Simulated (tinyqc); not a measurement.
# Thermoelectric coefficients with energy filtering, Landauer integrals: effect of the barrier height

Bulk parabolic band, x = (E - Ec)/kB T, C = hbar^2/(2 m0), kB T in eV. Modes per area gv m kB T x/(4 pi C) times the back-scattering length l0 x^rr give the transport function s0 X(x), s0 = (2 q^2/h) gv m kB T l0/(4 pi C), X = x^(1 + rr), multiplied by tb for x < xb. I_k = int X (x - eta)^k w dx, w = 1/(4 cosh^2((x - eta)/2)).

sigma = s0 I_0, S = -(kB/q) I_1/I_0, Lorenz number L = (kB/q)^2 [I_2/I_0 - (I_1/I_0)^2], kappa_e = L sigma T. Power factor S^2 sigma, ZT = S^2 sigma T/(kappa_e + kL). The integrals are converged.

Inputs (values chosen for the exercise):
- T = 300 K (temperature)
- m = 0.15 m0 (mass of one valley)
- gv = 3 (valleys)
- l0 = 39 nm (back-scattering length at x = 1)
- rr = 0 (energy exponent of that length)
- kL = 4.8 W/(m K) (lattice thermal conductivity)
- eta = 3.9 (reduced Fermi level (EF - Ec)/kB T)
- tb = 0.05 (share of the transport function left below the barrier)

Constants: q = 1.602176634e-19 C, kB = 1.380649e-23 J/K, hbar = 1.054571817e-34 J s, h = 6.62607015e-34 J s, m0 = 9.1093837015e-31 kg, Vt = kB T/q, hbar^2/(2 m0) = 0.0380998212 eV nm^2. Results are converted to the units shown.

Effect of the barrier height:
```
xb   sigma (S/cm)  S (uV/K)  kappa_e (W/(m K))  power factor (mW/(m K^2))       ZT
0            2878    -69.72              1.800                      1.399  0.06359
1            2865    -71.28              1.754                      1.456  0.06664
2            2780    -79.49              1.563                      1.757  0.08282
3            2497    -101.4              1.206                      2.565   0.1281
4            1919    -141.3             0.7993                      3.830   0.2052
4.9          1282    -188.1             0.5363                      4.534   0.2549
5.9         723.0    -236.0             0.4121                      4.026   0.2317
6.9         406.1    -255.8             0.3954                      2.657   0.1534
7.9         255.7    -232.2             0.3812                      1.379  0.07982
```

sigma falls from 2880 to 256 S/cm, |S| goes from 69.7 through a maximum of 256 (at xb = 6.9 among the rows listed) to 232 uV/K, and the power factor goes from 1.40 through a maximum of 4.53 (at xb = 4.9 among the rows listed) to 1.38 mW/(m K^2). Without a barrier the power factor at this eta = 3.9 is 1.40; the best row is 3.24 times that. States below the Fermi level add to sigma but subtract from |S|, and the barrier removes them.

Range of the model: Parabolic bands, elastic scattering and a fixed kL make these model figures, not those of a material.

tinyqc, about 0.02 s, one thread, Intel Xeon 2.30GHz (shared host): `OMP_NUM_THREADS=1 python tinyqc.py 2800043 2800044 out.jsonl`
